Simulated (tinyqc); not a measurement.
Short-channel transistor, virtual-source model with series resistance: two steps of the calculation.

The current per gate width is the charge at the top of the source barrier (the virtual source) times its velocity times a saturation function; al and be are fitting constants of the model. Units: I in uA/um, Rs in ohm um, so I Rs = 1e-6 I Rs in volts; Q in uC/cm^2, so I = 1e-4 Q vx0 Fsat with vx0 in cm/s.

Inputs (values chosen for the exercise):
- T = 250 K (temperature)
- Cinv = 1.72 uF/cm^2 (inversion capacitance)
- vx0 = 1.76e7 cm/s (velocity at the virtual source)
- mu = 230 cm^2/(V s) (apparent mobility)
- L = 45 nm (channel length)
- VT0 = 0.282 V (threshold at zero drain voltage)
- dl = 0.06 V/V (drain-induced barrier lowering)
- n0 = 1.18 (subthreshold factor)
- nd = 0.1 1/V (growth of n with drain voltage)
- al = 3.5 (threshold shift (in units of Vt) from weak to strong inversion)
- be = 1.8 (sharpness of saturation)
- Rs = 70 ohm um (series resistance of each contact)
- Vgs = 0.5 V (gate voltage)
- Vds = 0.05 V (drain voltage)

Constants: q = 1.602176634e-19 C, kB = 1.380649e-23 J/K, Vt = kB T/q. Results are converted to the units shown.

Problem 1. Current through the series resistance. Intrinsic voltages Vg' = Vgs - I Rs, Vd' = Vds - 2 I Rs. n = n0 + nd Vd', VT = VT0 - dl Vd', Ff = 1/(1 + exp((Vg' - VT + al Vt/2)/(al Vt))), Q = Cinv n Vt ln(1 + exp((Vg' - VT + al Vt Ff)/(n Vt))), Vdsat = (vx0 L/mu)(1 - Ff) + Vt Ff, Fsat = u/(1 + u^be)^(1/be) with u = Vd'/Vdsat, and I(out) = Q vx0 Fsat per width. (Fsat takes the sign of u.) I(new) = I + 0.5 (I(out) - I).

I after iteration 1 = 49.680432 uA/um

Give: Vg'; Vd'; VT; Ff; Q; Vdsat; Fsat; I(out); I after iteration 2.

Solution 1.

Vg' = 0.4965 V
Vd' = 0.04304 V
VT = 0.2794 V
Ff = 0.03295
Q = 0.3777 uC/cm^2
Vdsat = 0.3337 V
Fsat = 0.1272
I(out) = 84.57 uA/um
I after iteration 2 = 67.13 uA/um

Problem 2. What the series resistance costs. n = n0 + nd Vd', VT = VT0 - dl Vd', Ff = 1/(1 + exp((Vg' - VT + al Vt/2)/(al Vt))), Q = Cinv n Vt ln(1 + exp((Vg' - VT + al Vt Ff)/(n Vt))), Vdsat = (vx0 L/mu)(1 - Ff) + Vt Ff, Fsat = u/(1 + u^be)^(1/be) with u = Vd'/Vdsat, and I = Q vx0 Fsat per width. I0 is the current for Rs = 0. Effective velocity I/Q; transit time L Q/I.

converged I = 76.658671 uA/um
I0 = 99.360863 uA/um

Give: loss against I0; effective velocity; transit time.

Solution 2.

loss against I0 = 22.85 %
effective velocity = 2.049e6 cm/s
transit time = 2.197 ps

Computed by the program tinyqc: `OMP_NUM_THREADS=1 python tinyqc.py 2380161 2380162 out.jsonl`, one thread of a shared Intel Xeon 2.30GHz, about 0.02 s for the whole run.
